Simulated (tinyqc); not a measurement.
Single-electron transistor, orthodox theory and master equation: linear conductance against temperature.

A metal island with n extra electrons joins the left lead (voltage V) and the right lead (0 V) by tunnel junctions and couples to a gate. Cs = CL + CR + Cg. Adding electron n + 1 costs mu(n) = [q (n + 1/2) - CL V - Cg Vg]/Cs (in volts); the Fermi levels are -V (left) and 0 (right). A jump that gains the energy W has the rate G(W) = (W/q)/(R [1 - exp(-W/Vt)]), W in volts, Vt = kB T/q. Sequential tunnelling only; I > 0 flows from left to right.

Onto the island: from the left W = -V - mu(n), from the right W = -mu(n); off the island (n + 1 to n): to the left W = mu(n) + V, to the right W = mu(n). Steady state: p(n + 1)/p(n) = (sum of on rates)/(sum of off rates), normalised. I = q sum_n [p(n + 1) (off to left) - p(n) (on from left)]. Enough charge states are kept that the digits shown do not change. The conductance is dI/dV at V = 0 times RL + RR, at Vg = q/(2 Cg) (peak) and Vg = 0 (valley).

Parameters, values chosen for the exercise:
```
symbol,value,unit,meaning
CL,0.37,aF,capacitance of the left junction
CR,0.5,aF,capacitance of the right junction
Cg,0.35,aF,gate capacitance
RL,410,kohm,resistance of the left junction
RR,1300,kohm,resistance of the right junction
```

Constants: q = 1.602176634e-19 C, kB = 1.380649e-23 J/K, Vt = kB T/q. Results are converted to the units shown.

Result of one run:
```
T (K),kB T/(q^2/Cs),peak,valley
1000,0.6562,0.7800,0.7799
```

What becomes of these results when the temperature T is changed from 1000 to 420 K, all else the same?

Result of the changed run:
```
T (K),kB T/(q^2/Cs),peak,valley
420,0.2756,0.5836,0.5380
```

The whole series:
```
T (K),kB T/(q^2/Cs),peak,valley
28,0.01837,0.5000,8.260e-11
44,0.02887,0.5000,1.043e-6
70,0.04593,0.5000,4.077e-4
110,0.07218,0.5000,0.01357
170,0.1116,0.5011,0.1003
270,0.1772,0.5182,0.3192
420,0.2756,0.5836,0.5380
660,0.4331,0.6901,0.6871
1000,0.6562,0.7800,0.7799
```

At low temperature the peak is 0.500, the limit 1/2 of a metal island with only two charge states in play; it rises from 0.500 to 0.780, and the valley rises from 8.26e-11 to 0.780. Among the rows the valley is within 10 % of the peak from kB T = 0.28 q^2/Cs on: the oscillation is washed out.

Range of the model: Cotunnelling, which dominates deep in the blockade, is left out.

Program tinyqc, `OMP_NUM_THREADS=1 python tinyqc.py 2780119 2780120 out.jsonl`; Intel Xeon 2.30GHz, shared host, one thread, about 0.01 s.
